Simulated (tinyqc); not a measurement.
Worked calculation: Pariser-Parr-Pople SCF with singles CI, for the molecule c1ccc2[nH]ccc2c1 (SMILES; centres numbered as the heavy atoms are written). One step of it, computed by the program tinyqc.

Task: Singles CI, singlets. Over the 9 single excitations with the smallest orbital gaps: A = (e_a - e_i) delta + 2 (ia|jb) - (ij|ab), with (pq|rs) = sum c_mp c_mq gamma_mn c_nr c_ns. f = 2/3 w |mu|^2 in atomic units, mu = sqrt2 sum c_ia sum_m c_mi c_ma R_m.

orbital energies (eV): [-17.214755, -14.746772, -13.396368, -11.983539, -10.972667, -1.815670, -0.892828, 0.327605, 2.342326]

coefficients, order 1C, 2C, 3C, 4C, 5N, 6C, 7C, 8C, 9C:
```
[[0.127760, 0.459440, 0.100953, -0.455831, -0.259734, -0.165547, 0.536510, 0.165048, 0.380353],
 [0.148526, 0.436481, -0.248240, -0.381912, 0.278529, -0.383967, -0.310862, -0.372536, -0.345713],
 [0.251933, 0.313142, -0.410354, 0.075406, 0.434664, 0.465309, -0.172725, 0.348432, 0.328194],
 [0.490042, 0.079500, -0.280812, 0.475092, -0.059489, -0.022684, 0.539182, -0.143062, -0.365696],
 [0.548474, -0.423668, -0.294921, -0.231330, -0.412464, -0.210924, -0.313398, 0.240255, 0.092919],
 [0.360436, -0.355252, 0.244291, -0.408536, 0.285195, 0.425390, 0.186718, -0.463738, 0.071362],
 [0.267257, -0.084129, 0.495257, -0.017013, 0.469268, -0.295130, 0.051726, 0.547000, -0.258317],
 [0.349506, 0.210640, 0.404083, 0.436779, -0.030154, -0.222455, -0.294291, -0.328177, 0.484474],
 [0.183544, 0.369967, 0.354571, -0.059015, -0.435780, 0.496088, -0.269455, 0.111442, -0.423320]]
```

repulsion gamma_rs (eV), order 1C, 2C, 3C, 4C, 5N, 6C, 7C, 8C, 9C:
```
[[9.570000, 7.006304, 5.045404, 4.529928, 3.325238, 2.956534, 3.537820, 5.045634, 7.005169],
 [7.006304, 9.570000, 7.005169, 5.045634, 3.648105, 2.956534, 3.241080, 4.529928, 5.045404],
 [5.045404, 7.005169, 9.570000, 7.007180, 5.149060, 3.651162, 3.699271, 5.046155, 4.530068],
 [4.529928, 5.045634, 7.007180, 9.570000, 8.000761, 5.295658, 5.294084, 7.006304, 5.046155],
 [3.325238, 3.648105, 5.149060, 8.000761, 15.910000, 8.003652, 5.686512, 5.686797, 3.825915],
 [2.956534, 2.956534, 3.651162, 5.295658, 8.003652, 9.570000, 7.006824, 5.295658, 3.651162],
 [3.537820, 3.241080, 3.699271, 5.294084, 5.686512, 7.006824, 9.570000, 7.004883, 4.852123],
 [5.045634, 4.529928, 5.046155, 7.006304, 5.686797, 5.295658, 7.004883, 9.570000, 7.007180],
 [7.005169, 5.045404, 4.530068, 5.046155, 3.825915, 3.651162, 4.852123, 7.007180, 9.570000]]
```

Centres (angstrom, eV; a flat drawing with bonds scaled to 1.40 angstrom):
```
centre          x          y  core charge z          W   gamma_rr
1C       2.152000  -0.700000              1  11.710000   9.570000
2C       2.152000   0.700000              1  11.710000   9.570000
3C       0.939000   1.400000              1  11.710000   9.570000
4C      -0.273000   0.700000              1  11.710000   9.570000
5N      -1.605000   1.133000              2  27.100000  15.910000
6C      -2.427000   0.000000              1  11.710000   9.570000
7C      -1.605000  -1.133000              1  11.710000   9.570000
8C      -0.273000  -0.700000              1  11.710000   9.570000
9C       0.939000  -1.400000              1  11.710000   9.570000
```

Give: singlet CI matrix; singlet excitation energies; oscillator strengths.

Result:

singlet CI matrix (eV), order 5>6, 5>7, 4>6, 4>7, 5>8, 3>6, 4>8, 3>7, 2>6:
```
[[4.988, 0.111, -0.040, 0.902, -0.140, -0.017, 0.172, 0.093, -0.035],
 [0.111, 5.590, -0.722, 0.052, 0.046, -0.173, -0.165, 0.181, 0.041],
 [-0.040, -0.722, 5.595, 0.005, -0.322, -0.052, -0.053, 0.319, -0.086],
 [0.902, 0.052, 0.005, 6.341, -0.035, -0.194, 0.021, 0.006, -0.092],
 [-0.140, 0.046, -0.322, -0.035, 6.587, 0.406, -0.019, 0.109, -0.055],
 [-0.017, -0.173, -0.052, -0.194, 0.406, 6.696, -0.038, 0.027, -0.127],
 [0.172, -0.165, -0.053, 0.021, -0.019, -0.038, 7.437, 0.384, 0.435],
 [0.093, 0.181, 0.319, 0.006, 0.109, 0.027, 0.384, 7.516, -0.209],
 [-0.035, 0.041, -0.086, -0.092, -0.055, -0.127, 0.435, -0.209, 8.081]]
```

singlet excitation energies (eV): [4.510, 4.777, 6.022, 6.435, 6.741, 6.962, 7.187, 7.875, 8.322]

oscillator strengths: [0.143, 0.001, 0.493, 0.694, 1.038, 0.025, 0.429, 0.294, 0.020]
